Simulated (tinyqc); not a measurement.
Film and buried-oxide thickness from two coupling ratios.

Inverse problem. In a depleted film -dVT/dVb is k1 = Cs Cbox/(Cox (Cs + Cbox)) for a front channel and k2 = Cbox (Cox + Cs)/(Cox Cs) for a back channel, with Cox = eps0 eox/tox, Cs = eps0 eps_r/ts, Cbox = 3.9 eps0/tb. Find ts and tb.

Inputs (values chosen for the exercise); band and dielectric values close to those of silicon: relative permittivity eps_r = 11.8; relative permittivity of the gate insulator (close to zirconium oxide) eox = 24.8; insulator thickness tox = 7.2 nm.

coupling ratios for a front and a back channel: 0.013801179  0.052821975

Solution. With y = Cox/Cs and z = Cox/Cbox, 1/k1 = y + z and k2 = (1 + y)/z, so y = (k2/k1 - 1)/(1 + k2); the thicknesses follow from y and z.

ts = 9.20 nm
tb = 79.0 nm

tinyqc, about 0.4 s, one thread, Intel Xeon 2.30GHz (shared host): `OMP_NUM_THREADS=1 python tinyqc.py 2190075 2190076 out.jsonl`
